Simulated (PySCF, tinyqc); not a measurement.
Worked calculation: coupled-perturbed Hartree-Fock on RHF in the 3-21g basis, for H3+, spin multiplicity 1. The lowest restricted solution is unstable here: a spin-polarised one lies 0.0001 hartree lower (PySCF). Computed by tinyqc, a small Python program that keeps every step (integrals from PySCF). Settings: charge = 1, multiplicity = 1, basis = 3-21g, method = RHF, energy threshold = 1e-10, iteration cap = 68, orthogonalisation = canonical, start = Wolfsberg-Helmholz matrix, DIIS depth = 6. Command: `OMP_NUM_THREADS=1 python tinyqc.py 25199 25200 out.jsonl` (the two numbers bound the seeds that draw the settings). One thread of a shared host (Intel(R) Xeon(R) Processor @ 2.60GHz), about 0.2 s of CPU time with the checks. The early iterations of the SCF are left out here.

## One-electron integrals

Geometry (angstrom):
```
atom        x        y         z
H     0.00000  0.00000   0.00000
H     0.00000  0.00000   1.05900
H     0.00000  0.00000  -1.05900
```

Basis 3-21g: exponents (1/bohr^2) and contraction coefficients of normalised primitives:
```
element  l (shell)  exponent  coefficient
H            s (1)   5.44718      0.15628
H            s (1)   0.82455      0.90469
H            s (2)   0.18319      1.00000
```

Overlap, kinetic and nuclear-attraction integrals over the contracted functions; the nuclear repulsion is the sum of Za Zb / Rab.

nuclear repulsion = 1.2492380 hartree

overlap S:
```
         1H 1s    1H 2s    2H 1s    2H 2s    3H 1s    3H 2s
1H 1s  1.00000  0.64590  0.16594  0.35249  0.16594  0.35249
1H 2s  0.64590  1.00000  0.35249  0.69293  0.35249  0.69293
2H 1s  0.16594  0.35249  1.00000  0.64590  0.00111  0.05746
2H 2s  0.35249  0.69293  0.64590  1.00000  0.05746  0.23054
3H 1s  0.16594  0.35249  0.00111  0.05746  1.00000  0.64590
3H 2s  0.35249  0.69293  0.05746  0.23054  0.64590  1.00000
```

kinetic energy T (hartree):
```
          1H 1s    1H 2s     2H 1s     2H 2s     3H 1s     3H 2s
1H 1s   1.54940  0.29315  -0.03707   0.09524  -0.03707   0.09524
1H 2s   0.29315  0.27479   0.09524   0.14384   0.09524   0.14384
2H 1s  -0.03707  0.09524   1.54940   0.29315  -0.00469  -0.01592
2H 2s   0.09524  0.14384   0.29315   0.27479  -0.01592   0.00138
3H 1s  -0.03707  0.09524  -0.00469  -0.01592   1.54940   0.29315
3H 2s   0.09524  0.14384  -0.01592   0.00138   0.29315   0.27479
```

nuclear attraction V (hartree):
```
          1H 1s     1H 2s     2H 1s     2H 2s     3H 1s     3H 2s
1H 1s  -2.72008  -1.42541  -0.37473  -0.76730  -0.37473  -0.76730
1H 2s  -1.42541  -1.59575  -0.71391  -1.07099  -0.71391  -1.07099
2H 1s  -0.37473  -0.71391  -2.47035  -1.26541  -0.00272  -0.11733
2H 2s  -0.76730  -1.07099  -1.26541  -1.38907  -0.11733  -0.36789
3H 1s  -0.37473  -0.71391  -0.00272  -0.11733  -2.47035  -1.26541
3H 2s  -0.76730  -1.07099  -0.11733  -0.36789  -1.26541  -1.38907
```

core Hamiltonian H = T + V (hartree):
```
          1H 1s     1H 2s     2H 1s     2H 2s     3H 1s     3H 2s
1H 1s  -1.17068  -1.13226  -0.41180  -0.67206  -0.41180  -0.67206
1H 2s  -1.13226  -1.32096  -0.61867  -0.92714  -0.61867  -0.92714
2H 1s  -0.41180  -0.61867  -0.92094  -0.97226  -0.00741  -0.13325
2H 2s  -0.67206  -0.92714  -0.97226  -1.11428  -0.13325  -0.36651
3H 1s  -0.41180  -0.61867  -0.00741  -0.13325  -0.92094  -0.97226
3H 2s  -0.67206  -0.92714  -0.13325  -0.36651  -0.97226  -1.11428
```

## Two-electron integrals

Functions are numbered as in S; the eight-fold symmetry (ij|kl) = (ji|kl) = (kl|ij) leaves the list below.

Two-electron integrals (ij|kl) in chemists' order, unique and non-zero (hartree):
```
(11|11) 1.14014    (21|11) 0.61140    (21|21) 0.34515    (22|11) 0.62637
(22|21) 0.38033    (22|22) 0.48296    (31|11) 0.13709    (31|21) 0.08019
(31|22) 0.09324    (31|31) 0.02828    (32|11) 0.20133    (32|21) 0.12516
(32|22) 0.16560    (32|31) 0.04854    (32|32) 0.10217    (33|11) 0.49612
(33|21) 0.31597    (33|22) 0.44146    (33|31) 0.13709    (33|32) 0.32374
(33|33) 1.14014    (41|11) 0.32374    (41|21) 0.18401    (41|22) 0.20511
(41|31) 0.04854    (41|32) 0.07774    (41|33) 0.20133    (41|41) 0.10217
(42|11) 0.39315    (42|21) 0.24138    (42|22) 0.31527    (42|31) 0.07108
(42|32) 0.13825    (42|33) 0.39315    (42|41) 0.13825    (42|42) 0.23189
(43|11) 0.31597    (43|21) 0.19993    (43|22) 0.27755    (43|31) 0.08019
(43|32) 0.18401    (43|33) 0.61140    (43|41) 0.12516    (43|42) 0.24138
(43|43) 0.34515    (44|11) 0.44146    (44|21) 0.27755    (44|22) 0.38688
(44|31) 0.09324    (44|32) 0.20511    (44|33) 0.62637    (44|41) 0.16560
(44|42) 0.31527    (44|43) 0.38033    (44|44) 0.48296    (51|11) 0.13709
(51|21) 0.08019    (51|22) 0.09324    (51|31) 0.01383    (51|32) 0.02210
(51|33) 0.05546    (51|41) 0.03825    (51|42) 0.05061    (51|43) 0.03580
(51|44) 0.05430    (51|51) 0.02828    (52|11) 0.20133    (52|21) 0.12516
(52|22) 0.16560    (52|31) 0.02210    (52|32) 0.03761    (52|33) 0.09653
(52|41) 0.05961    (52|42) 0.08741    (52|43) 0.06234    (52|44) 0.09583
(52|51) 0.04854    (52|52) 0.10217    (53|11) 0.00119    (53|21) 0.00065
(53|22) 0.00069    (53|31) 0.00015    (53|32) 0.00022    (53|33) 0.00055
(53|41) 0.00035    (53|42) 0.00043    (53|43) 0.00035    (53|44) 0.00049
(53|51) 0.00015    (53|52) 0.00022    (53|53) 1.26e-06   (54|11) 0.03840
(54|21) 0.02331    (54|22) 0.02923    (54|31) 0.00414    (54|32) 0.00687
(54|33) 0.01745    (54|41) 0.01119    (54|42) 0.01576    (54|43) 0.01126
(54|44) 0.01718    (54|51) 0.00842    (54|52) 0.01619    (54|53) 4.21e-05
(54|54) 0.00268    (55|11) 0.49612    (55|21) 0.31597    (55|22) 0.44146
(55|31) 0.05546    (55|32) 0.09653    (55|33) 0.24985    (55|41) 0.14904
(55|42) 0.22652    (55|43) 0.16138    (55|44) 0.24941    (55|51) 0.13709
(55|52) 0.32374    (55|53) 0.00055    (55|54) 0.04838    (55|55) 1.14014
(61|11) 0.32374    (61|21) 0.18401    (61|22) 0.20511    (61|31) 0.03825
(61|32) 0.05961    (61|33) 0.14904    (61|41) 0.09443    (61|42) 0.12318
(61|43) 0.09533    (61|44) 0.13756    (61|51) 0.04854    (61|52) 0.07774
(61|53) 0.00035    (61|54) 0.01420    (61|55) 0.20133    (61|61) 0.10217
(62|11) 0.39315    (62|21) 0.24138    (62|22) 0.31527    (62|31) 0.05061
(62|32) 0.08741    (62|33) 0.22652    (62|41) 0.12318    (62|42) 0.18576
(62|43) 0.14507    (62|44) 0.21486    (62|51) 0.07108    (62|52) 0.13825
(62|53) 0.00043    (62|54) 0.02317    (62|55) 0.39315    (62|61) 0.13825
(62|62) 0.23189    (63|11) 0.03840    (63|21) 0.02331    (63|22) 0.02923
(63|31) 0.00842    (63|32) 0.01619    (63|33) 0.04838    (63|41) 0.01420
(63|42) 0.02317    (63|43) 0.02803    (63|44) 0.03228    (63|51) 0.00414
(63|52) 0.00687    (63|53) 4.21e-05   (63|54) 0.00127    (63|55) 0.01745
(63|61) 0.01119    (63|62) 0.01576    (63|63) 0.00268    (64|11) 0.14440
(64|21) 0.08768    (64|22) 0.11134    (64|31) 0.02150    (64|32) 0.03818
(64|33) 0.10177    (64|41) 0.04729    (64|42) 0.07268    (64|43) 0.06399
(64|44) 0.08919    (64|51) 0.02150    (64|52) 0.03818    (64|53) 0.00016
(64|54) 0.00674    (64|55) 0.10177    (64|61) 0.04729    (64|62) 0.07268
(64|63) 0.00674    (64|64) 0.02567    (65|11) 0.31597    (65|21) 0.19993
(65|22) 0.27755    (65|31) 0.03580    (65|32) 0.06234    (65|33) 0.16138
(65|41) 0.09533    (65|42) 0.14507    (65|43) 0.10423    (65|44) 0.16086
(65|51) 0.08019    (65|52) 0.18401    (65|53) 0.00035    (65|54) 0.02803
(65|55) 0.61140    (65|61) 0.12516    (65|62) 0.24138    (65|63) 0.01126
(65|64) 0.06399    (65|65) 0.34515    (66|11) 0.44146    (66|21) 0.27755
(66|22) 0.38688    (66|31) 0.05430    (66|32) 0.09583    (66|33) 0.24941
(66|41) 0.13756    (66|42) 0.21486    (66|43) 0.16086    (66|44) 0.24600
(66|51) 0.09324    (66|52) 0.20511    (66|53) 0.00049    (66|54) 0.03228
(66|55) 0.62637    (66|61) 0.16560    (66|62) 0.31527    (66|63) 0.01718
(66|64) 0.08919    (66|65) 0.38033    (66|66) 0.48296
```

## Orthogonalisation

S = U s U^T; canonical form X = U s^(-1/2), so that X^T S X = 1. Each column of U has its largest component positive (the first on a tie).

eigenvalues of S: 0.08170  0.28466  0.41818  0.81223  1.48369  2.91954

X:
```
              1         2         3         4         5        6
1H 1s  -0.77762   0.00000   0.79103   0.81066   0.00000  0.23053
1H 2s   2.61091   0.00000  -0.51893   0.18319   0.00000  0.32227
2H 1s   0.30387  -0.84273   0.70063  -0.49791   0.44804  0.17144
2H 2s  -1.52222   1.02288  -0.50722  -0.14935   0.36913  0.25172
3H 1s   0.30387   0.84273   0.70063  -0.49791  -0.44804  0.17144
3H 2s  -1.52222  -1.02288  -0.50722  -0.14935  -0.36913  0.25172
```

## Iteration 7 (converged): orbitals

converged F (hartree):
```
          1H 1s     1H 2s     2H 1s     2H 2s     3H 1s     3H 2s
1H 1s  -0.24837  -0.74112  -0.39887  -0.51359  -0.39887  -0.51359
1H 2s  -0.74112  -0.77220  -0.47639  -0.58146  -0.47639  -0.58146
2H 1s  -0.39887  -0.47639  -0.11629  -0.56222  -0.07420  -0.18827
2H 2s  -0.51359  -0.58146  -0.56222  -0.54749  -0.18827  -0.32423
3H 1s  -0.39887  -0.47639  -0.07420  -0.18827  -0.11629  -0.56222
3H 2s  -0.51359  -0.58146  -0.18827  -0.32423  -0.56222  -0.54749
```

Diagonalise F' = X^T F X, C = X C', fill 1 alpha and 1 beta electrons from the bottom; D = 2 C_occ C_occ^T. Each column has its largest component positive (the first on a tie).

F' = X^T F X (hartree):
```
          1         2         3         4         5         6
1   0.58604   0.00000  -0.12243  -0.47785   0.00000  -0.04208
2   0.00000   0.76242   0.00000   0.00000  -0.24691   0.00000
3  -0.12243   0.00000   0.69700  -0.04839   0.00000  -0.08360
4  -0.47785   0.00000  -0.04839   0.36433   0.00000  -0.06053
5   0.00000  -0.24691   0.00000   0.00000  -0.32512   0.00000
6  -0.04208   0.00000  -0.08360  -0.06053   0.00000  -0.93098
```

orbital energies (hartree): MO1 -0.94211, MO2 -0.37856, MO3 -0.02525, MO4 0.70183, MO5 0.81585, MO6 0.98191

coefficients C:
```
           MO1       MO2       MO3       MO4       MO5       MO6
1H 1s  0.28768   0.00000   0.23107   0.45962   0.00000  -1.26227
1H 2s  0.44208   0.00000   1.65477  -0.31034   0.00000   2.04782
2H 1s  0.19272   0.25967  -0.10621   0.82543  -0.91842   0.36163
2H 2s  0.13075   0.57712  -1.15629  -0.60237   0.92167  -0.97116
3H 1s  0.19272  -0.25967  -0.10621   0.82543   0.91842   0.36163
3H 2s  0.13075  -0.57712  -1.15629  -0.60237  -0.92167  -0.97116
```

D after iteration 7:
```
         1H 1s    1H 2s    2H 1s    2H 2s    3H 1s    3H 2s
1H 1s  0.16552  0.25436  0.11089  0.07523  0.11089  0.07523
1H 2s  0.25436  0.39088  0.17040  0.11560  0.17040  0.11560
2H 1s  0.11089  0.17040  0.07428  0.05040  0.07428  0.05040
2H 2s  0.07523  0.11560  0.05040  0.03419  0.05040  0.03419
3H 1s  0.11089  0.17040  0.07428  0.05040  0.07428  0.05040
3H 2s  0.07523  0.11560  0.05040  0.03419  0.05040  0.03419
```

## Convergence

Stop when the energy changes by less than 1e-10 hartree and every element of the error matrix X^T (F D S - S D F) X is below 3e-06.

Course of the cycle:
```
iteration  E (hartree)     change  largest element of the error matrix
1           -1.1144983          -                             3.51e-01
2           -1.1822379  -6.77e-02                             6.49e-02
3           -1.1845871  -2.35e-03                             2.34e-03
4           -1.1845895  -2.46e-06                             1.67e-04
5           -1.1845896  -2.97e-08                             1.55e-05
6           -1.1845896  -1.24e-10                             5.53e-08
7           -1.1845896  -2.22e-15                             2.21e-08
```

PySCF RHF in the same basis = -1.1845896 hartree

Converged in 7 iterations.

## Integrals over molecular orbitals

(pq|rs) = sum C_ip C_jq C_kr C_ls (ij|kl), one index at a time.

one-electron integrals over orbitals h = C^T H C (hartree):
```
          1         2         3         4        5         6
1  -1.49172   0.00000  -0.08453  -0.07144  0.00000   0.07549
2   0.00000  -1.12425   0.00000   0.00000  0.12805   0.00000
3  -0.08453   0.00000  -0.77962   0.07949  0.00000   0.19643
4  -0.07144   0.00000   0.07949  -0.13248  0.00000   0.05178
5   0.00000   0.12805   0.00000   0.00000  0.02928   0.00000
6   0.07549   0.00000   0.19643   0.05178  0.00000  -0.03489
```

Two-electron integrals over orbitals (pq|rs), unique and non-zero (hartree):
```
(11|11) 0.54961    (21|21) 0.12181    (22|11) 0.43375    (22|22) 0.44197
(31|11) 0.08453    (31|22) -0.01196   (31|31) 0.07545    (32|21) -0.09585
(32|32) 0.10407    (33|11) 0.41491    (33|22) 0.38215    (33|31) 0.02339
(33|33) 0.37283    (41|11) 0.07144    (41|22) 0.07460    (41|31) -0.00533
(41|33) 0.04689    (41|41) 0.05308    (42|21) 0.06717    (42|32) -0.04694
(42|42) 0.07191    (43|11) -0.04241   (43|22) -0.04988   (43|31) 0.00735
(43|33) -0.02351   (43|41) -0.02062   (43|43) 0.02799    (44|11) 0.44370
(44|22) 0.42786    (44|31) 0.00708    (44|33) 0.37077    (44|41) 0.07738
(44|43) -0.05792   (44|44) 0.44244    (51|21) -0.05446   (51|32) 0.03715
(51|42) -0.05680   (51|51) 0.04547    (52|11) -0.09126   (52|22) -0.09982
(52|31) 0.01042    (52|33) -0.05365   (52|41) -0.05971   (52|43) 0.04046
(52|44) -0.11068   (52|52) 0.08265    (53|21) 0.01663    (53|32) -0.00024
(53|42) 0.03666    (53|51) -0.02763   (53|53) 0.03090    (54|21) -0.14763
(54|32) 0.12528    (54|42) -0.09780   (54|51) 0.07894    (54|53) -0.02820
(54|54) 0.20688    (55|11) 0.41602    (55|22) 0.43405    (55|31) -0.01952
(55|33) 0.36605    (55|41) 0.08659    (55|43) -0.05753   (55|44) 0.44131
(55|52) -0.11797   (55|55) 0.45439    (61|11) -0.07549   (61|22) 0.00710
(61|31) -0.06539   (61|33) -0.03949   (61|41) -0.00988   (61|43) -0.02237
(61|44) 0.00255    (61|52) -0.01365   (61|55) 0.01845    (61|61) 0.09529
(62|21) 0.04181    (62|32) -0.02554   (62|42) 0.03744    (62|51) -0.02967
(62|53) 0.02179    (62|54) -0.05744   (62|62) 0.02623    (63|11) -0.13091
(63|22) -0.05880   (63|31) -0.05427   (63|33) -0.06368   (63|41) -0.03905
(63|43) 0.01016    (63|44) -0.07174   (63|52) 0.03865    (63|55) -0.05689
(63|61) 0.06609    (63|63) 0.08271    (64|11) -0.03083   (64|22) 0.03587
(64|31) -0.05330   (64|33) -0.00027   (64|41) 0.02497    (64|43) -0.01591
(64|44) 0.02772    (64|52) -0.03451   (64|55) 0.05280    (64|61) 0.04781
(64|63) 0.02671    (64|64) 0.05525    (65|21) -0.06906   (65|32) 0.06478
(65|42) -0.04917   (65|51) 0.03992    (65|53) -0.01122   (65|54) 0.10002
(65|62) -0.02493   (65|65) 0.05284    (66|11) 0.55604    (66|22) 0.39890
(66|31) 0.11924    (66|33) 0.41958    (66|41) 0.07375    (66|43) -0.02015
(66|44) 0.42097    (66|52) -0.07228   (66|55) 0.38392    (66|61) -0.14262
(66|63) -0.16926   (66|64) -0.06711   (66|66) 0.64305
```

## Response to a field: uncoupled start

dipole integrals <a|z|i> (bohr):
```
          i1
a2   1.41933
a3   0.00000
a4   0.00000
a5  -0.05155
a6   0.00000
```

Field along z; U_ai = -mu_ai / (e_a - e_i), alpha = -4 sum U_ai mu_ai.

uncoupled U:
```
          i1
a2  -2.51854
a3   0.00000
a4   0.00000
a5   0.02932
a6   0.00000
```

uncoupled polarisability = 14.30463 bohr^3

## Coupled step 1

U_ai = -(mu_ai + sum_bj [4 (ai|bj) - (ab|ij) - (aj|bi)] U_bj) / (e_a - e_i); alpha = -4 sum U_ai mu_ai.

U after step 1:
```
          i1
a2  -2.82016
a3   0.00000
a4   0.00000
a5  -0.06935
a6   0.00000
```

polarisability = 15.99664 bohr^3

## Coupled step 2

As before.

U after step 2:
```
          i1
a2  -2.86936
a3   0.00000
a4   0.00000
a5  -0.09742
a6   0.00000
```

polarisability = 16.27017 bohr^3

## Coupled polarisability

Repeat until U stops changing; compare with -d2E/dF2.

Course of the coupled iterations:
```
step  alpha (bohr^3)
0           14.30463
1           15.99664
2           16.27017
3           16.32309
4           16.33409
5           16.33643
6           16.33693
7           16.33704
8           16.33706
9           16.33707
10          16.33707
11          16.33707
12          16.33707
```

coupled polarisability = 16.33707 bohr^3

finite-field check, fields of +/-0.001 au = 16.33705 bohr^3
